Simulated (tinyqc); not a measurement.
# Energy and delay of logic against supply voltage: what changes with what

One expression serves below and above threshold: I(Vg) = Ik [ln(1 + exp((Vg - VT + dd V)/(al nf Vt)))]^al, with I_on = I(V) and I_off = I(0). Gate delay td = kd C V/I_on, clock period LD td. Per gate and cycle the switching energy is act C V^2 and the leakage energy I_off V LD td. No short-circuit current, no variation. Minima are sought above 0.09 V; below a few Vt gates no longer switch and the model has no meaning.

Values chosen for this exercise; values of the order met in logic technologies:
- T = 378 K (temperature)
- VT = 0.19 V (threshold voltage at zero drain bias)
- nf = 1.12 (slope factor)
- dd = 0.1 (barrier lowering per volt of supply)
- Ik = 1.6 uA (specific current of a gate)
- al = 1.58 (exponent of the current law)
- C = 1.4 fF (load capacitance of a gate)
- kd = 1.1 (delay factor)
- LD = 12 (logic depth)
- act = 0.05 (activity factor)

Constants: q = 1.602176634e-19 C, kB = 1.380649e-23 J/K, Vt = kB T/q. Results are converted to the units shown.

Each table varies one quantity; the others keep the values above.

## Energy and delay against supply voltage

EDP = energy times td.

Energy and delay against supply voltage:

| V (V) | I_on (uA) | I_off (nA) | td (ps) | switching (aJ) | leakage (aJ) | energy (aJ) | EDP (fJ ps) |
|---|---|---|---|---|---|---|---|
| 0.15 | 0.5345 | 12.73 | 432.2 | 1.575 | 9.900 | 11.47 | 4.959 |
| 0.27 | 4.789 | 17.54 | 86.82 | 5.103 | 4.933 | 10.04 | 0.8713 |
| 0.38 | 14.16 | 23.49 | 41.34 | 10.11 | 4.427 | 14.54 | 0.6008 |
| 0.5 | 28.93 | 32.24 | 26.62 | 17.50 | 5.148 | 22.65 | 0.6028 |
| 0.62 | 47.37 | 44.13 | 20.16 | 26.91 | 6.618 | 33.53 | 0.6758 |
| 0.73 | 67.04 | 58.69 | 16.77 | 37.30 | 8.621 | 45.92 | 0.7701 |
| 0.85 | 91.23 | 79.82 | 14.35 | 50.58 | 11.68 | 62.26 | 0.8932 |
| 0.97 | 118.1 | 108.1 | 12.65 | 65.86 | 15.92 | 81.78 | 1.035 |
| 1.08 | 144.8 | 142.1 | 11.49 | 81.65 | 21.15 | 102.8 | 1.181 |
| 1.2 | 176.2 | 190.4 | 10.49 | 100.8 | 28.76 | 129.6 | 1.359 |

td falls from 432 to 10.5 ps; the energy goes from 11.5 through a minimum of 10.0 (at V = 0.27 V among the rows listed) to 130 aJ and the EDP goes from 4.96 through a minimum of 0.601 (at V = 0.38 V among the rows listed) to 1.36 fJ ps. The exact minima lie at V = 0.224 V for the energy and 0.431 V for the EDP. Going from 1.2 V to the energy minimum saves a factor of 13.7 in energy and costs a factor of 13.6 in delay. Below the minimum the leakage energy rises faster than the switching energy falls, because the clock period grows so steeply.

## Optimum supplies against the threshold voltage at zero drain bias

Same model as above.

V_min minimises the energy and V_EDP the product of energy and td.

Results:

| VT (V) | V_min (V) | energy at V_min (aJ) | leakage share (%) | clock at V_min (MHz) | V_EDP (V) | clock at V_EDP (GHz) |
|---|---|---|---|---|---|---|
| 0.2 | 0.2262 | 8.846 | 59.53 | 512.8 | 0.4396 | 2.447 |
| 0.25 | 0.2304 | 6.918 | 46.30 | 225.1 | 0.4981 | 2.333 |
| 0.3 | 0.2313 | 6.095 | 38.56 | 79.15 | 0.5802 | 2.446 |
| 0.35 | 0.2316 | 5.745 | 34.65 | 23.87 | 0.6728 | 2.641 |
| 0.4 | 0.2317 | 5.597 | 32.85 | 6.579 | 0.7682 | 2.847 |
| 0.5 | 0.2318 | 5.508 | 31.72 | 0.4472 | 0.9602 | 3.241 |
| 0.55 | 0.2318 | 5.497 | 31.58 | 0.1143 | 1.056 | 3.425 |

Estimate the missing row, VT = 0.45 V.

Computed row:

| VT (V) | V_min (V) | energy at V_min (aJ) | leakage share (%) | clock at V_min (MHz) | V_EDP (V) | clock at V_EDP (GHz) |
|---|---|---|---|---|---|---|
| 0.45 | 0.2318 | 5.535 | 32.06 | 1.733 | 0.8642 | 3.048 |

With this row back in the table: As VT goes from 0.2 to 0.55, V_min rises from 0.226 to 0.232 V, the energy there falls from 8.85 to 5.50 aJ, the clock there falls from 513 to 0.114 MHz and V_EDP rises from 0.440 to 1.06 V. V_min lies below VT for VT = 0.25, 0.3, 0.35, 0.4, 0.45, 0.5, 0.55 V. As VT grows, I_on too becomes a subthreshold current, VT cancels more and more from the energy, and it mainly sets the clock.

Program tinyqc, `OMP_NUM_THREADS=1 python tinyqc.py 2082191 2082192 out.jsonl`; Intel Xeon 2.30GHz, shared host, one thread, about 0.01 s.
